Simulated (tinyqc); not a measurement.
# MOS capacitor on an n-type substrate, surface potential from the exact charge relation, step by step

Computed by the program tinyqc: `OMP_NUM_THREADS=1 python tinyqc.py 2060002 2060003 out.jsonl`, one thread of a shared Intel Xeon 2.30GHz, about 0.01 s for the whole run. Printed values are rounded.

Uniform n-type substrate, Boltzmann statistics, full ionisation, classical densities. psi is the surface potential against the body (positive when the bands bend down) and u = -psi/Vt. Traps are spread evenly over the gap and neutral at flat band, so their charge is -q Dit psi; the minority quasi-Fermi level is shifted by Vb.

Inputs (values chosen for the exercise); band and dielectric values close to those of silicon:

| symbol | value | unit | meaning |
|---|---|---|---|
| T | 300 | K | temperature |
| Eg | 1.13 | eV | band gap |
| eps_r | 11.6 |  | relative permittivity |
| Nc | 2.83e19 | cm^-3 | conduction-band density of states at T |
| Nv | 2.64e19 | cm^-3 | valence-band density of states at T |
| chi | 4.09 | eV | electron affinity |
| N | 1.3e15 | cm^-3 | donor density of the substrate |
| eox | 21.9 |  | relative permittivity of the gate insulator (close to hafnium oxide) |
| tox | 4.8 | nm | insulator thickness |
| phiM | 5.18 | eV | gate work function |
| Nf | 0 | cm^-2 | fixed charge at the interface, in units of q |
| Dit | 0 | cm^-2 eV^-1 | density of interface traps |
| Vb | 0.8 | V | reverse bias of the inversion layer against the body |
| Vg | 1.86 | V | gate voltage against the body |

Constants: q = 1.602176634e-19 C, kB = 1.380649e-23 J/K, Vt = kB T/q, eps0 = 8.8541878128e-14 F/cm where lengths are in cm. Results are converted to the units shown.

Range of the model: At this gate voltage the surface density exceeds 0.3 of the band density of states, so degeneracy and confinement would lower the charge and capacitance.

## Flat band, threshold and scales

ni = sqrt(Nc Nv) exp(-Eg/(2 Vt)), Eg in volts; phiF = Vt ln(N/ni); Cox = eps0 eox/tox; Vfb = phiM - chi - Vt ln(Nc/N) - q Nf/Cox; Q0 = sqrt(2 eps0 eps_r q N Vt); r = (ni/N)^2 exp(-Vb/Vt); VT = Vfb - [(2 phiF + Vb)(1 + q Dit/Cox) + sqrt(2 eps0 eps_r q N (2 phiF + Vb))/Cox].

ni = 8.81278e9 cm^-3
phiF = 0.307682 V
Cox = 4.03972 uF/cm^2
Vfb = 0.831784 V
Q0 = 3.32577 nC/cm^2
r = 1.67082e-24
VT = -0.589672 V

## Starting value

psi = Vg - Vfb, limited to the range from +4 Vt to -(2 phiF + Vb + 4 Vt).

psi at the start = 0.103408 V

## Iteration 1: Newton step for the surface potential

u = -psi/Vt; F^2 = exp(-u) + u - 1 + r (exp(u) - u - 1); Qs = +sign(u) Q0 F; Cs = -dQs/dpsi = (Q0/Vt) |1 - exp(-u) + r (exp(u) - 1)|/(2 F). f = Vfb + psi + (q Dit psi - Qs)/Cox - Vg, f' = 1 + (Cs + q Dit)/Cox, psi(new) = psi - f/f'.

u = -4
F = 7.04260
Qs = -23.4221 nC/cm^2
Cs = 0.489537 uF/cm^2
f = -0.919010 V
f' = 1.12118
psi after iteration 1 = 0.923089 V

## Iteration 2: Newton step for the surface potential

As before.

u = -35.7067
F = 5.67029e7
Qs = -1.88581e8 nC/cm^2
Cs = 3.64731e6 uF/cm^2
f = 46681.5 V
f' = 9.02863e5
psi after iteration 2 = 0.871385 V

This iterate lies far beyond the solution, so its charge is not a physical one.

## Course of the Newton iteration

Stop when the step is below 1e-10 V, or after 60 iterations.

Course of the iteration:

| iteration | psi before the step (V) | f (V) | step (V) |
|---|---|---|---|
| 1 | 0.103408 | -0.919 | 0.820 |
| 2 | 0.923089 | 4.67e4 | -0.0517 |
| 3 | 0.871385 | 1.72e4 | -0.0517 |
| 4 | 0.819682 | 6320 | -0.0517 |
| 5 | 0.767980 | 2320 | -0.0517 |
| 6 | 0.716283 | 855 | -0.0517 |
| 7 | 0.664601 | 314 | -0.0516 |
| 8 | 0.612965 | 116 | -0.0515 |
| 9 | 0.561469 | 42.4 | -0.0511 |
| 10 | 0.510390 | 15.4 | -0.0499 |
| 11 | 0.460527 | 5.51 | -0.0465 |
| 12 | 0.414047 | 1.86 | -0.0381 |
| 13 | 0.375975 | 0.532 | -0.0223 |
| 14 | 0.353710 | 0.0956 | -6.02e-3 |
| 15 | 0.347693 | 5.02e-3 | -3.52e-4 |
| 16 | 0.347342 | 1.58e-5 | -1.12e-6 |
| 17 | 0.347341 | 1.59e-10 | -1.12e-11 |

Converged in 17 iterations. In 8 iterations the step is within 3 % of 2 Vt = 51.7 mV: there Qs grows as exp(|u|/2), and a Newton step on such an exponential moves psi by 2 Vt whatever the distance left.

## Charges, field and capacitances at the solution

converged psi = 0.347341 V

u = -psi/Vt; F^2 = exp(-u) + u - 1 + r (exp(u) - u - 1); Qs = +sign(u) Q0 F; Cs = -dQs/dpsi = (Q0/Vt) |1 - exp(-u) + r (exp(u) - 1)|/(2 F). Low frequency: 1/C_LF = 1/Cox + 1/(Cs + q Dit). High frequency, in the simple estimate in which traps and minority carriers do not follow: 1/C_HF = 1/Cox + 1/Cd, Cd being Cs with r = 0 at the same psi. Minority sheet density N_inv = (Q0/(2 q)) int_0^u r (exp(t) - 1)/F(t) dt for u > 0. Oxide field |Qs - q Dit psi + q Nf|/(eps0 eox).

Qs = -2750.55 nC/cm^2
N_inv = 0 cm^-2
oxide field = 1.41849 MV/cm
Cs = 53.1991 uF/cm^2
C_LF/Cox = 0.929423
C_HF/Cox = 0.929423

The surface is in accumulation (borders at |psi| = 0, phiF + Vb and 2 phiF + Vb = 1.42 V).
